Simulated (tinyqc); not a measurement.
p-n heterojunction, non-linear Poisson equation by Newton steps, Fermi-Dirac statistics: starts and damping rules compared.

One dimension, material 1 (p-type) at x < 0 and material 2 (n-type) at x > 0. Band edges: Ec = -psi in material 1 and -psi + dEc in material 2, Ev = Ec - Eg. Flat quasi-Fermi levels: 0 for holes, +V for electrons. n = Nc F((EFn - Ec)/Vt), p = Nv F((Ev - EFp)/Vt), with F(eta) = F_1/2(eta) = (2/sqrt(pi)) int_0^infinity sqrt(u) du/(1 + exp(u - eta)) (Fermi-Dirac statistics); full ionisation, no interface charge, classical densities; the doping types are chosen for the exercise.

a_i = eps0 eps_r/h_i for the interval from node i to i + 1, with h_i = x_(i+1) - x_i in cm.

n_i = Nc F(a_n), a_n = (V - Ec_i)/Vt; p_i = Nv F(a_p), a_p = (Ec_i - Eg)/Vt; rho_i = p_i - n_i + C_i with C = -N1 or +N2; g_i = (Nc F'(a_n) + Nv F'(a_p))/Vt with F' = F_-1/2(eta) = (1/sqrt(pi)) int_0^infinity u^(-1/2) du/(1 + exp(u - eta)). Box widths w_i = (h_(i-1) + h_i)/2 in cm. Residual F_i = a_i (psi_(i+1) - psi_i) - a_(i-1) (psi_i - psi_(i-1)) + q rho_i w_i; Jacobian: a_(i-1) and a_i beside the diagonal, b_i = -a_(i-1) - a_i - q g_i w_i on it. The two end nodes are fixed.

Iterations until the largest undamped |d| is below 1e-9 V (the last, tiny step is counted), with a cap of 100; "overflow" would mean that an exponential left the range of double precision. Starts:
- neutral: psi_L on the nodes of material 1 and psi_R on those of material 2.
- smooth: psi_L + (psi_R - psi_L)(1 + tanh(x/s))/2 on the inner nodes with s = 100 nm, psi_L and psi_R on the ends.
- linear: A straight line in x from psi_L to psi_R.

Rules for the step d, which solves the tridiagonal system a_(i-1) d_(i-1) + b_i d_i + a_i d_(i+1) = -F_i:
- full Newton steps: the full step is added.
- logarithmic damping: each component d is damped to sign(d) Vt ln(1 + |d|/Vt) before it is added.
- steps capped at 4 Vt: if the largest |d| exceeds 4 Vt, the whole step is scaled down so that it equals 4 Vt.
- halved steps: half of the step is added while the largest |d| exceeds 1.5 Vt, the full step after that.

Parameters, values chosen for the exercise; band and dielectric values close to those of InP and InAlAs:
```
symbol,value,unit,meaning
T,300,K,temperature
Eg1,1.32,eV,band gap of material 1
er1,12.3,,relative permittivity of material 1
Nc1,5.81e17,cm^-3,conduction-band density of states of material 1
Nv1,1.09e19,cm^-3,valence-band density of states of material 1
Eg2,1.47,eV,band gap of material 2
er2,12.6,,relative permittivity of material 2
Nc2,4.95e17,cm^-3,conduction-band density of states of material 2
Nv2,9.85e18,cm^-3,valence-band density of states of material 2
dEc,0.27,eV,conduction-band offset Ec2 - Ec1
N1,6.3e17,cm^-3,acceptor density of material 1
N2,6.3e15,cm^-3,donor density of material 2
V,0,V,bias of side 1 against side 2
```

Constants: q = 1.602176634e-19 C, kB = 1.380649e-23 J/K, Vt = kB T/q, eps0 = 8.8541878128e-14 F/cm where lengths are in cm. Results are converted to the units shown.

```
node,x (nm),material
0,-58.7,1
1,-39.2,1
2,-24.2,1
3,-12.5,1
4,-3.5,1
5,3.5,2
6,21.2,2
7,65.8,2
8,178,2
9,463,2
10,1180,2
```

```
interval,eps_r
0,12.3
1,12.3
2,12.3
3,12.3
4,12.4482
5,12.6
6,12.6
7,12.6
8,12.6
9,12.6
```

psi_L = -1.24683 V
psi_R = 0.157298 V

Iterations needed:
```
,full Newton steps,logarithmic damping,steps capped at 4 Vt,halved steps
neutral,9,22,18,10
smooth,15,14,11,13
linear,12,14,16,15
```

The fewest iterations, 9, are needed by full Newton steps from the neutral start. Every pairing converges. Lowest count for the worst start: halved steps, at most 15 iterations.

tinyqc, about 0.2 s, one thread, Intel Xeon 2.30GHz (shared host): `OMP_NUM_THREADS=1 python tinyqc.py 2040027 2040028 out.jsonl`
